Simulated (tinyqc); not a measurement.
Inside a calculation. Model: configuration-coordinate model of a defect: Huang-Rhys factor and luminescence line shape. Computed by tinyqc, a small Python program that keeps every step. Command: `OMP_NUM_THREADS=1 python tinyqc.py 3019188 3019189 out.jsonl ccline walk`. One thread of a shared host (Intel(R) Xeon(R) Processor @ 2.30GHz), about 0.02 s of CPU time with the checks. Intermediate numbers are printed to about 7 digits and carried at full precision; extremes and crossings named in words are read from the listed rows.

Ground state E_g(Q) = (1/2) omega_g^2 Q^2; excited state E_e(Q) = E_0 + (1/2) omega_e^2 (Q - dQ)^2 with E_0 = E_ZPL - (hbar omega_e - hbar omega_g)/2. Q is mass-weighted; the dipole does not depend on Q (Condon approximation).

Inputs (values chosen for the exercise, for a model defect in a wide-gap host): zero-phonon energy E_ZPL = 2.74 eV; displacement dQ = 0.278 u^(1/2) angstrom; ground-state phonon hbar omega_g = 119 meV; excited-state phonon hbar omega_e = 115 meV; temperature T = 77 K; refractive index n_r = 2.77; transition dipole mu = 2.3 e angstrom; quenching prefactor nu_0 = 4e+12 1/s.

Modes: different frequencies.

Constants: hbar^2/u = 4.18015928e-03 eV angstrom^2; k_B = 8.617333262e-05 eV/K; hbar = 6.582119569e-16 eV s; e = 1.602176634e-19 C; eps_0 = 8.8541878128e-12 F/m; hbar = 1.054571817e-34 J s; c = 299792458 m/s.

## Huang-Rhys factors and vertical energies

S = hbar omega dQ^2/(2 hbar^2/u) for each state; relaxation energy S hbar omega; absorption at E_0 + S_e hbar omega_e, emission at E_0 - S_g hbar omega_g; the Stokes shift is their difference.

S_g = 1.100053

S_e = 1.063077

relaxation energy, ground state = 0.1309063 eV

relaxation energy, excited state = 0.1222538 eV

vertical absorption energy = 2.864254 eV

vertical emission energy = 2.611094 eV

Stokes shift = 0.2531602 eV

The coupling is intermediate: phonon replicas can be resolved beside the zero-phonon line.

## Franck-Condon overlaps

Overlaps <m_e|n_g> of harmonic-oscillator functions (Hermite recursion, positive leading coefficients) by a sum over an even grid (700 points from x = -9 to 9 + d for the small table, 1500 points from -16 to 16 + d for the thermal sums), with x = Q sqrt(omega_g/hbar), d = sqrt(2 S_g) and frequency ratio omega_e/omega_g.

<m_e|n_g>, rows m=0, m=1, m=2, m=3, columns n=0, n=1, n=2, n=3, n=4, n=5, n=6:
$$\begin{pmatrix}
0.5823419 & 0.6003394 & 0.4446625 & 0.2730393 & 0.1473216 & 0.0720950 & 0.0326412 \\
-0.6106909 & -0.0473078 & 0.3825750 & 0.4837344 & 0.3915055 & 0.2537683 & 0.1423400 \\
0.4458063 & -0.4039370 & -0.3363662 & 0.1064847 & 0.3919102 & 0.4298860 & 0.3335316 \\
-0.2613927 & 0.5025752 & -0.1314496 & -0.4075405 & -0.1198089 & 0.2420609 & 0.4039364
\end{pmatrix}$$

From m = 0 these seven lines hold 100.0 % of the weight.

## Band at temperature T

Initial levels m = 0..24 carry Boltzmann weights exp(-m hbar omega_e/k_B T), normalised; final levels n = 0..79; a line lies at E_ZPL + m hbar omega_e - n hbar omega_g with weight w_m <m|n>^2. Moments are taken over these weights without the E^3 factor; FWHM = 2 sqrt(2 ln 2) x standard deviation; the zero-phonon weight is w_0 <0|0>^2, since the other m -> m lines are offset by m (hbar omega_e - hbar omega_g).

mean emission energy = 2.609059 eV

FWHM from the second moment = 0.2990526 eV

zero-phonon weight = 0.3391221

skewness = -1.002124

Caution: for small S the spectrum is a set of resolved lines, and a Gaussian width has little meaning.

## Crossing, radiative lifetime and thermal quenching

The curves cross at the root Q_c nearest dQ; the barrier is (1/2) omega_e^2 (Q_c - dQ)^2, with (1/2) omega^2 = (hbar omega)^2/(2 hbar^2/u). k_r = n_r omega^3 mu^2/(3 pi eps_0 hbar c^3) at the vertical emission energy, without local-field correction; k_nr = nu_0 exp(-barrier/k_B T) (Mott-Seitz); yield = k_r/(k_r + k_nr); T_1/2 = barrier/(k_B ln(nu_0/k_r)).

Q_c = 2.476132 u^(1/2) angstrom

classical barrier = 7.643289 eV

radiative lifetime = 1.009792 ns

luminescence yield = 1

quenching temperature T_1/2 = 10681.47 K

The barrier is so high that this route does not halve the yield below 1000 K. Caution: the curves cross far outside the range of the harmonic model, so the barrier and T_1/2 have no quantitative meaning.

## Width and zero-phonon weight against temperature

For comparison: FWHM(0) sqrt(coth(hbar omega_e/2 k_B T)) with FWHM(0) from the first row, and exp(-S_g coth(hbar omega_e/2 k_B T)).

Against temperature:
```
T (K)  mean energy (eV)  FWHM (eV)  coth law (eV)  zero-phonon weight  exp(-S coth)
67             2.609059  0.2990526      0.2990526           0.3391221     0.3328533
200            2.609054  0.2994314      0.2994312           0.3386931     0.3319270
400            2.608909  0.3098914      0.3098855           0.3270601     0.3069122
670            2.608416  0.3430938      0.3430660           0.2928500     0.2351142
1100           2.607338  0.4063973      0.4063091           0.2383199     0.1312524
1500           2.606222  0.4629113      0.4627457           0.1998150     0.0717962
```

The width grows by a factor 1.55, flat while k_B T is well below hbar omega and as sqrt(T) above; the coth law, exact only for equal frequencies, misses by at most 0.036 %. The mean energy moves by -2.8 meV because the frequencies differ. The zero-phonon weight goes from 0.339 to 0.200, against 0.333 to 0.0718 for the exponential rule, which assumes many modes of equal frequency in both states.

Checks made by the program: grid overlaps at equal frequencies against the Poisson weights (relative difference below 1e-10).
